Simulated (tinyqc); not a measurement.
Pump-down curve: gas flow in a process chamber: flow regimes, conductance, effective pumping speed, pump-down, outgassing and purge. Computed by tinyqc, a small Python program. Command: `OMP_NUM_THREADS=1 python tinyqc.py 3121135 3121136 out.jsonl pump walk`. One thread of a shared host (Intel(R) Xeon(R) Processor @ 2.30GHz), about 0.06 s of CPU time with the checks.

Ideal gas, isothermal flow, a pump of constant speed at the end of a round pipe; process gas, volume gas and outgassing are given the same properties. 1 sccm = 101325 Pa x 1e-6 m^3/60 s x T/273.15 K.

Inputs (values chosen for the exercise, modelled on nitrogen near room temperature):

| quantity | value | unit |
|---|---|---|
| molar mass M | 28.01 | g/mol |
| molecular diameter | 0.37 | nm |
| viscosity eta | 17.8 | micropascal s |
| temperature T | 300 | K |
| chamber volume V | 10 | L |
| wall area | 1.6 | m^2 |
| pipe diameter d | 25 | cm |
| pipe length l | 41 | cm |
| pump speed S | 3400 | L/s |
| outgassing rate after 1 h | 3.6e-07 | Pa m^3/(s m^2) |
| outgassing exponent n | 0.91 | - |
| starting pressure p0 | 930 | Pa |

Constants: k_B = 1.380649e-23 J/K; u = 1.6605390666e-27 kg.

Method:
- Mean speed c = sqrt(8 k_B T/(pi m)); aperture conductance C_a = c pi d^2/16; molecular pipe C_m = C_a/(1 + 3 l/(4 d)) (Dushman form); viscous pipe C_v = pi d^4 p_mean/(128 eta l); Knudsen interpolation C = C_v + C_m (1 + x)/(1 + 1.24 x), x = d p_mean sqrt(m/(k_B T))/eta.
- Effective speed 1/S_eff = 1/S + 1/C_m; time constant V/S_eff; pressure at which the free path k_B T/(sqrt2 pi d_m^2 p) equals d.
- Pump-down: V dp/dt = -S_eff(p) p + q(t) A, with S_eff = S p_2/p, where p_2 solves C((p + p_2)/2) (p - p_2) = S p_2 at each moment, and q(t) = q_1 (1 h/(t + 10 s))^n; integrated adaptively. At long times p = q(t) A/S_eff.
- S_eff(p) is tabulated at 260 pressures and interpolated in ln p. Comparison columns: p0 exp(-t/time constant) with the molecular S_eff (0 below 1e-26 p0), and the outgassing limit.

time constant = 0.00675714 s

S_eff in molecular flow = 1479.92 L/s

Pressure against time:

| t (s) | p (Pa) | S_eff (L/s) | volume gas only (Pa) | outgassing limit (Pa) |
|---|---|---|---|---|
| 0.3 | 8.0369e-05 | 1479.6 | 4.8628e-17 | 8.0304e-05 |
| 1 | 7.5697e-05 | 1479.6 | 0 | 7.5640e-05 |
| 3 | 6.5014e-05 | 1479.7 | 0 | 6.4973e-05 |
| 10 | 4.3920e-05 | 1479.8 | 0 | 4.3902e-05 |
| 30 | 2.3369e-05 | 1479.8 | 0 | 2.3364e-05 |
| 100 | 9.3065e-06 | 1479.9 | 0 | 9.3058e-06 |
| 300 | 3.6249e-06 | 1479.9 | 0 | 3.6248e-06 |
| 1000 | 1.2373e-06 | 1479.9 | 0 | 1.2373e-06 |
| 3600 | 3.8823e-07 | 1479.9 | 0 | 3.8823e-07 |
| 20000 | 8.1712e-08 | 1479.9 | 0 | 8.1712e-08 |
| 100000 | 1.8896e-08 | 1479.9 | 0 | 1.8896e-08 |

From t = 0.3 s on the pressure is within 20 % of the outgassing limit, which falls only as (t + 10 s)^-0.91: walls, not volume, set the time to base pressure.
